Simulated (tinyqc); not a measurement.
What the corrections do to the levels: formation energy of a charged point defect from supercell energies. Computed by tinyqc, a small Python program. Command: `OMP_NUM_THREADS=1 python tinyqc.py 3011639 3011640 out.jsonl formation walk`. One thread of a shared host (Intel(R) Xeon(R) Processor @ 2.30GHz), about 0.01 s of CPU time with the checks.

The host is a compound AB. Making the defect adds n_A = -1, n_B = 0 atoms to the cell. All total energies are inputs. E_F is counted from the valence-band maximum (VBM); x = 0 is A-rich and x = 1 B-rich growth.

Inputs (values chosen for the exercise, with gap and screening modelled on InP):
```
quantity                      value      unit
gap E_g                        1.38        eV
E_VBM of the host cell        4.083        eV
potential alignment dV        0.099        eV
dielectric constant eps        12.9         -
cell length L                  14.4  angstrom
mu_A of the pure element     -1.806        eV
formation enthalpy dH of AB  -0.617        eV
growth condition x             0.57         -
```

Defect: vacancy of A. Supercell lattice: fcc.

charge states q: 2  1  0  -1  -2

E(defect, q) - E(host), in the order of q (eV): -6.372  -1.25  3.439  8.712  13.767

Constants: e^2/(4 pi eps_0) = 14.39964548 eV angstrom.

Method:
- dmu_A = x dH and dmu_B = (1 - x) dH, so that dmu_A + dmu_B = dH; mu = mu(element) + dmu.
- The reservoir term is sum n_i mu_i.
- Image-charge correction of a point charge in a neutralising background: E_corr = q^2 alpha e^2/(4 pi eps_0) / (2 eps L), alpha = 2.888282 for a fcc array with L the cube root of the volume.
- E_f(q, E_F) = [E(defect, q) - E(host)] - sum n_i mu_i + q (E_VBM + dV + E_F) + E_corr(q).
- Levels eps(q/q-1) with the terms q dV and E_corr left out or kept.

E_f(q, 0) (eV): (q=+2) 0.28209, (q=+1) 0.88626, (q=0) 1.28131, (q=-1) 2.48426, (q=-2) 3.69309

E_corr (eV): (q=+2) 0.447785, (q=+1) 0.111946, (q=0) 0.000000, (q=-1) 0.111946, (q=-2) 0.447785

Levels above the VBM (eV):
```
level       raw  with alignment  with image charge  with both
(+2/+1)  1.0390          0.9400             0.7032     0.6042
(+1/0)   0.6060          0.5070             0.4941     0.3951
(0/-1)   1.1900          1.0910             1.3019     1.2029
(-1/-2)  0.9720          0.8730             1.3078     1.2088
```

What does the comparison show, and why?

Alignment moves every level by -dV = -0.099 eV. The image term moves eps(q/q-1) by (1 - 2q) E_corr(1): (+2/+1) by -0.336, (+1/0) by -0.112, (0/-1) by +0.112, (-1/-2) by +0.336 eV, donor levels down and acceptor levels up. It adds 2 E_corr(1) = 0.224 eV to every U, which turns an apparent negative U of the raw energies into a positive one. Caution: the largest image-charge correction in these energies, q^2 alpha e^2/(8 pi eps_0 eps L) with alpha = 2.888282, exceeds a quarter of the gap; the point-charge term alone is then a rough estimate, usually too large for a charge that is spread out.

Extremes, crossings and ranges named in words are read from the listed rows.
